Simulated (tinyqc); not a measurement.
Ellipsometry and reflectance of a transparent film on an absorbing substrate: psi and Delta against the film thickness.

Air (index 1), film, substrate with N2 = n2 - i k2; time factor exp(+i w t). q_j = sqrt(N_j^2 - sin^2 th), root with positive real part. Fresnel coefficients r_s = (q_a - q_b)/(q_a + q_b), r_p = (N_b^2 q_a - N_a^2 q_b)/(N_b^2 q_a + N_a^2 q_b). tan(Psi) exp(i Delta) = R_p/R_s, Delta taken from 0 to 360 degrees.

beta = 2 pi d q1/lam, X = exp(-2 i beta), R = (r01 + r12 X)/(1 + r01 r12 X) for p and s. The last column is the derivative of Delta.

Inputs (values chosen for the exercise); indices close to those of hafnium oxide on silicon: wavelength lam = 546.1 nm; angle of incidence th = 75 degrees; index of the transparent film n1 = 2.062; index of the substrate n2 = 4.086; extinction coefficient of the substrate k2 = 0.031.

Result of one run:

| d (nm) | Psi (degrees) | Delta (degrees) | \|R_p\|^2 | \|R_s\|^2 | dDelta/dd (degrees/nm) |
|---|---|---|---|---|---|
| 67 | 41.258 | 18.279 | 0.24309 | 0.31590 | -2.0768 |

What becomes of these results when the film thickness d is changed from 67 to 50 nm, all else the same?

Result of the changed run:

| d (nm) | Psi (degrees) | Delta (degrees) | \|R_p\|^2 | \|R_s\|^2 | dDelta/dd (degrees/nm) |
|---|---|---|---|---|---|
| 50 | 31.623 | 42.649 | 0.19966 | 0.52661 | -1.0569 |

The whole series:

| d (nm) | Psi (degrees) | Delta (degrees) | \|R_p\|^2 | \|R_s\|^2 | dDelta/dd (degrees/nm) |
|---|---|---|---|---|---|
| 0 | 2.7714 | 175.25 | 0.0018048 | 0.77019 | -17.278 |
| 17 | 13.193 | 82.194 | 0.041150 | 0.74883 | -1.7270 |
| 33 | 22.819 | 60.483 | 0.12048 | 0.68060 | -1.1308 |
| 50 | 31.623 | 42.649 | 0.19966 | 0.52661 | -1.0569 |
| 67 | 41.258 | 18.279 | 0.24309 | 0.31590 | -2.0768 |
| 83 | 40.969 | 340.45 | 0.24223 | 0.32125 | -2.0223 |
| 100 | 31.298 | 316.63 | 0.19712 | 0.53331 | -1.0495 |
| 117 | 22.468 | 298.73 | 0.11700 | 0.68408 | -1.1429 |
| 133 | 12.749 | 276.61 | 0.038407 | 0.75027 | -1.7823 |
| 150 | 2.7800 | 173.22 | 0.0018161 | 0.77019 | -17.178 |

Psi goes from 2.77 through a maximum of 41.3 (at d = 67 nm among the rows listed) to 2.78 degrees. The period is 149.9 nm, after which Psi and Delta return to the values of the bare substrate, so one angle and wavelength fix d only up to a multiple of it. The size of the slope of Delta runs from 1.05 to 17.3 degrees/nm among the rows; Delta is counted modulo 360 degrees, and sharper features can lie between the rows.

tinyqc, about 0.2 s, one thread, Intel Xeon 2.30GHz (shared host): `OMP_NUM_THREADS=1 python tinyqc.py 2870164 2870165 out.jsonl`
